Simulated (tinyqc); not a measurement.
Hubbard chain of 2 sites, step by step. One step of it, computed by the program tinyqc.

Question. The many-body Hamiltonian. Basis: all placements (u, d, 2, 0 on each site), up operators ordered before down ones; hops carry the sign of the same-spin electrons passed.

one-body matrix (hopping and site energies) (eV):
```
           1          2
1  -0.100000  -1.680000
2  -1.680000  -0.320000
```

U = 11.900000 eV

electrons, up and down: 1  1

Give: H.

Answer.

H (eV):
```
         20       ud       du       02
20  11.7000  -1.6800  -1.6800   0.0000
ud  -1.6800  -0.4200   0.0000  -1.6800
du  -1.6800   0.0000  -0.4200  -1.6800
02   0.0000  -1.6800  -1.6800  11.2600
```
